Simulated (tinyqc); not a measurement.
## Reduced doping and fringe capacitance from two biases

Problem. C = eps0 eps_r hr/W + Cf with W = sqrt(2 eps0 eps_r (Vb + V)/(q Nr)), 1/Nr = 1/Na + 1/Nd. Find Cf, W at zero bias and Nr.

Inputs (values chosen for the exercise); values close to those of silicon near 1550 nm:

| symbol | value | unit | meaning |
|---|---|---|---|
| eps_r | 11.7 |  | relative permittivity of the semiconductor |
| Vb | 0.86 | V | built-in voltage |
| hr | 150 | nm | rib height |

Constants: q = 1.602176634e-19 C, eps0 = 8.8541878128e-14 F/cm where lengths are in cm. Results are converted to the units shown.

C at V = 0 and 3 V (pF/m): 223.59350  131.93870

Solution. C is linear in (Vb + V)^(-1/2); the intercept is Cf.

Cf = 50.0 pF/m
W(0) = 89.5 nm
Nr = 1.39e17 cm^-3

Numbers from tinyqc (`OMP_NUM_THREADS=1 python tinyqc.py 2650122 2650123 out.jsonl`; about 0.01 s on one thread of a shared Intel Xeon 2.30GHz).
